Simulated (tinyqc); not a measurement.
Regular and subregular solution with a miscibility gap: one step, computed by the program tinyqc. Command: `OMP_NUM_THREADS=1 python tinyqc.py 3028886 3028887 out.jsonl regsol walk`. One thread of a shared host (Intel(R) Xeon(R) Processor @ 2.30GHz), about 0.02 s of CPU time with the checks.

Per mole of mixing sites: G(x) = x (1 - x) [L0 + L1 (1 - 2x)] + R T [x ln x + (1 - x) ln(1 - x)], x the fraction of B.

Question. First Newton step for the common tangent. G' = L0 (1 - 2x) + L1 (1 - 6x + 6x^2) + R T ln[x/(1 - x)]; G'' = -2 L0 - 6 L1 (1 - 2x) + R T/[x (1 - x)]. Common tangent: F1 = G'(x1) - G'(x2) = 0 and F2 = [G - x G'](x1) - [G - x G'](x2) = 0. Newton step: J = [[G''(x1), -G''(x2)], [-x1 G''(x1), x2 G''(x2)]], J dx = -F; a step that would leave 0 < x < 1 is halved until it stays inside. The start is x1 = s0, x2 = 1 - s0.

Inputs (values chosen for the exercise, for a model semiconductor alloy): asymmetry L1 = 0 kJ/mol; temperature T = 111 K; start value s0 = 0.01.

L0 = 2.383236 kJ/mol

Constants: R = 8.314462618 J/(mol K).

Give: F; J; new (x1, x2).

Answer.

F (kJ/mol): F1 -3.811, F2 1.905

J (kJ/mol):
```
[[88.46, -88.46],
 [-0.88, 87.57]]
```

new (x1, x2): [0.0315, 0.9685]
